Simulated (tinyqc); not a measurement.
CMOS inverter, nodal equation and switching: two steps of the calculation.

An n-channel pull-down (bn, VTn) and a p-channel pull-up (bp, VTp) share the input Vin and the output node Vout, which carries the load C. Transistor (EKV form, voltages against the body): I = 2 n b Vt^2 [F(vp - Vs) - F(vp - Vd)] from drain to source, F(v) = ln^2(1 + exp(v/(2 Vt))), vp = (Vg - VT + sg |Vd - Vs|)/n. n-channel bodies are at 0; for the p-channel device all voltages are counted down from Vdd. b in uA/V^2 gives I in uA. Static: In = Ip. Transient: C dVout/dt = Ip - In. No velocity saturation, no gate capacitance beyond C.

Parameters, values chosen for the exercise: temperature T = 300 K; supply voltage Vdd = 0.75 V; slope factor n = 1.44; drain-induced barrier lowering sg = 0.082; n-channel threshold VTn = 0.35 V; p-channel threshold (magnitude) VTp = 0.27 V; gain factor of the pull-down transistor bn = 300 uA/V^2; gain factor of the pull-up transistor bp = 240 uA/V^2; load capacitance C = 0.73 fF; time step dt = 3 ps.

Constants: q = 1.602176634e-19 C, kB = 1.380649e-23 J/K, Vt = kB T/q. Results are converted to the units shown.

Task 1. Switching point and noise margins. VM solves In = Ip with Vin = Vout. VIL and VIH are the inputs at which the gain is -1; NML = VIL - Vout(VIH), NMH = Vout(VIL) - VIH.

Find: VM; gain at VM; VIL; VIH; NML; NMH.

Result 1.

VM = 0.40447 V
gain at VM = -12.193
VIL = 0.35223 V
VIH = 0.46044 V
NML = 0.31868 V
NMH = 0.25538 V

VM lies 29 mV above Vdd/2, and the low margin is the larger one. With both transistors saturated the size of the gain tends to 1/sg = 12.2; here it is 0.018 % below that.

Task 2. One time step of the falling output. The input steps to Vdd at t = 0; I = In - Ip. Implicit Euler: V(new) = V - (dt/C) I(V(new)), solved for V(new); 1 ps uA/fF = 1 mV.

Vout after step 1 = 0.66160433 V

Give: I(V); I(V(new)); Vout after step 2.

Result 2.

I(V) = 21.51 uA
I(V(new)) = 20.85 uA
Vout after step 2 = 0.5759 V

Computed by the program tinyqc: `OMP_NUM_THREADS=1 python tinyqc.py 2340077 2340078 out.jsonl`, one thread of a shared Intel Xeon 2.30GHz, about 0.04 s for the whole run.
